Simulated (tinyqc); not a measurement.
Worked calculation: extended Hueckel theory, for BeH2. Computed by tinyqc, a small Python program that keeps every step (integrals from PySCF). Settings: charge = 0, K = 2.0, multiplicity = 1. Command: `OMP_NUM_THREADS=1 python tinyqc.py 21606 21607 out.jsonl` (the two numbers bound the seeds that draw the settings). One thread of a shared host (Intel(R) Xeon(R) Processor @ 2.60GHz), about 0.01 s of CPU time with the checks.

## Overlaps

Geometry (angstrom):
```
atom         x          y         z
Be    0.000000   0.000000  0.000000
H     0.000000   1.386000  0.000000
H     0.000000  -1.386000  0.000000
```

Parameters chosen for this run:
```
element  shell  Slater exponent   H_ii (eV)
Be          2s         0.975000  -10.000000
Be          2p         0.975000   -6.000000
H           1s         1.300000  -13.600000
```

Slater orbitals, each expanded in six Gaussians scaled to its exponent.

overlap S, order 1Be 2s, 1Be 2px, 1Be 2py, 1Be 2pz, 2H 1s, 3H 1s:
$$\begin{pmatrix}
1.000000 & 0.000000 & 0.000000 & 0.000000 & 0.437852 & 0.437852 \\
0.000000 & 1.000000 & 0.000000 & 0.000000 & 0.000000 & 0.000000 \\
0.000000 & 0.000000 & 1.000000 & 0.000000 & 0.532544 & -0.532544 \\
0.000000 & 0.000000 & 0.000000 & 1.000000 & 0.000000 & 0.000000 \\
0.437852 & 0.000000 & 0.532544 & 0.000000 & 1.000000 & 0.025671 \\
0.437852 & 0.000000 & -0.532544 & 0.000000 & 0.025671 & 1.000000
\end{pmatrix}$$

## Wolfsberg-Helmholz matrix

diagonal H_ii (eV): 1Be 2s -10.000000, 1Be 2px -6.000000, 1Be 2py -6.000000, 1Be 2pz -6.000000, 2H 1s -13.600000, 3H 1s -13.600000

K = 2.000000

H_ij = K' S_ij (H_ii + H_jj)/2 for i != j (the diagonal keeps H_ii), with K' = 2.

H (eV), order 1Be 2s, 1Be 2px, 1Be 2py, 1Be 2pz, 2H 1s, 3H 1s:
$$\begin{pmatrix}
-10.000000 & 0.000000 & 0.000000 & 0.000000 & -10.333314 & -10.333314 \\
0.000000 & -6.000000 & 0.000000 & 0.000000 & 0.000000 & 0.000000 \\
0.000000 & 0.000000 & -6.000000 & 0.000000 & -10.437859 & 10.437859 \\
0.000000 & 0.000000 & 0.000000 & -6.000000 & 0.000000 & 0.000000 \\
-10.333314 & 0.000000 & -10.437859 & 0.000000 & -13.600000 & -0.698262 \\
-10.333314 & 0.000000 & 10.437859 & 0.000000 & -0.698262 & -13.600000
\end{pmatrix}$$

## Orbitals

valence electrons = 4

Solve H C = S C e through S^(-1/2); fill by pairs from the bottom, a degenerate level sharing its electrons equally; each orbital has its largest coefficient positive (the first on a tie).

orbital energies (eV): [-16.652621, -14.781143, -6.000000, -6.000000, 6.598600, 23.345536]

occupations: [2.000000, 2.000000, 0.000000, 0.000000, 0.000000, 0.000000]

coefficients, order 1Be 2s, 1Be 2px, 1Be 2py, 1Be 2pz, 2H 1s, 3H 1s:
$$\begin{pmatrix}
0.431613 & 0.000000 & 0.000000 & 0.000000 & 1.187740 & 0.000000 \\
0.000000 & 0.000000 & -0.535280 & 0.844675 & 0.000000 & 0.000000 \\
0.000000 & 0.310858 & 0.000000 & 0.000000 & 0.000000 & 1.515445 \\
0.000000 & 0.000000 & 0.844675 & 0.535280 & 0.000000 & 0.000000 \\
0.471964 & 0.531843 & 0.000000 & 0.000000 & -0.745501 & -0.972252 \\
0.471964 & -0.531843 & 0.000000 & 0.000000 & -0.745501 & 0.972252
\end{pmatrix}$$

sum of one-electron energies = -62.867528 eV

Within a degenerate level the vectors are fixed only up to a rotation; this is one choice.

## Mulliken analysis

P = C n C^T; charge = valence electrons (Be 2, H 1) minus the sum of (P S)_ii on the atom; overlap population = 2 sum P_ij S_ij between two atoms.

charges: 1Be 0.725206, 2H -0.362603, 3H -0.362603

Overlap populations:
```
pair      value
2-1    0.708949
3-1    0.708949
3-2   -0.006172
```
